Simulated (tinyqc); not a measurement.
Permittivity of the insulator from five potentials.

Question. A node lies on a semiconductor-insulator interface. Steps: hs = tb/2 down into the semiconductor, ho = tox/1 up into the insulator, hy = L/4 sideways. The flux balance of its box reads eox (hy/ho)(above - node) + eps_r (hy/hs)(below - node) + [(eps_r hs + eox ho)/(2 hy)](left + right - 2 node) - q Na (hs/2) hy/eps0 = 0. Find eox.

Inputs (values chosen for the exercise); semiconductor permittivity close to that of gallium nitride: relative permittivity of the semiconductor eps_r = 9.53; body thickness tb = 6 nm; insulator thickness tox = 4.3 nm; channel length L = 24 nm; acceptor density of the depleted body Na = 2.1e17 cm^-3.

Constants: q = 1.602176634e-19 C, eps0 = 8.8541878128e-14 F/cm where lengths are in cm. Results are converted to the units shown.

psi (V): node -0.016423332, above -0.15, below 0.081299790, left 0.058210619, right 0.13026817

Solution. The balance is linear in eox.

eox = 22.00

Computed by the program tinyqc: `OMP_NUM_THREADS=1 python tinyqc.py 2480113 2480114 out.jsonl`, one thread of a shared Intel Xeon 2.30GHz, about 0.2 s for the whole run.
